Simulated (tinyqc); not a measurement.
Temperature: two-band k.p model of the X valleys of a zinc-blende crystal.

k along the valley axis, counted from X, c = hbar^2/2m0, e = c k^2/ml. H = [[e - D/2, i P k], [-i P k, e + D/2]] with P^2 = D0 c/ml, so E = e -/+ sqrt(D^2/4 + D0 e). For D = 0 (diamond lattice) the bands cross at X.

With x = D/D0: for x < 1 the minima lie at k_m = sqrt(ml D0 (1 - x^2)/(4 c)), the hump at X has the height dE = (D0/4)(1 - x)^2 and the mass at the minimum is ml/(1 - x^2); the mass at X is ml/(1 - 1/x), negative for x < 1. For x > 1 the minimum is at X.

Thermal masses along the axis for one X point, lower band, E from the minimum, on 1601 points from -0.8 to 0.8 1/angstrom: density-of-states mass m_d = c I^2/(pi kT), I = integral of exp(-E/kT) dk; conductivity mass m_c = 2 c kT/<(dE/dk)^2> with central differences.

Constants: hbar^2/2m0 = 3.80998211 eV angstrom^2; kB = 8.617333262e-05 eV/K.

Values chosen for the exercise (out of a larger set: of the order of those of AlAs; not measured data):
- D = 0.388 eV (splitting of the two conduction levels at X)
- D0 = 0.136 eV (coupling energy)
- ml = 0.594 m0 (mass along the axis from remote bands)

Thermal masses against T.

Results:

| T (K) | kT (meV) | m_d | m_c |
|---|---|---|---|
| 10 | 0.86 | 0.914 | 0.913 |
| 20 | 1.72 | 0.913 | 0.911 |
| 50 | 4.31 | 0.910 | 0.906 |
| 100 | 8.62 | 0.906 | 0.899 |
| 300 | 25.85 | 0.893 | 0.875 |
| 500 | 43.09 | 0.882 | 0.857 |

Give the missing row, T (K) = 200.

Computed row:
```
T (K)  kT (meV)    m_d    m_c
200       17.23  0.899  0.886
```

m_d goes from 0.914 to 0.882 and m_c goes from 0.913 to 0.857. Both start from the edge mass 0.915 and tend to ml = 0.594 for kT far above D0. 

tinyqc: `OMP_NUM_THREADS=1 python tinyqc.py 1850085 1850086 out.jsonl`; about 0.01 s, one thread, shared Intel(R) Xeon(R) Processor @ 2.30GHz.
